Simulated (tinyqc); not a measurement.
## Trap spacing and activation energy from three currents

Inverse problem. In its exponential range, without heating, an amorphous layer of thickness ua passes I = (I0/2) exp[-(Ea - q V dz/(2 ua))/kB T]. Find dz, Ea and I0.

Inputs (values chosen for the exercise):
- ua = 42 nm (amorphous thickness)

Constants: q = 1.602176634e-19 C, kB = 1.380649e-23 J/K. Results are converted to the units shown.

I at (1.7 V, 330 K), (2.5 V, 330 K) and (2.5 V, 370 K) (nA): 65.087117  303.77813  736.89299

Solution. The two voltages give dz/ua, the two temperatures the lowered barrier.

dz = 4.60 nm
Ea = 0.370 eV
I0 = 2.21 mA

Program tinyqc, `OMP_NUM_THREADS=1 python tinyqc.py 2490102 2490103 out.jsonl`; Intel Xeon 2.30GHz, shared host, one thread, about 0.02 s.
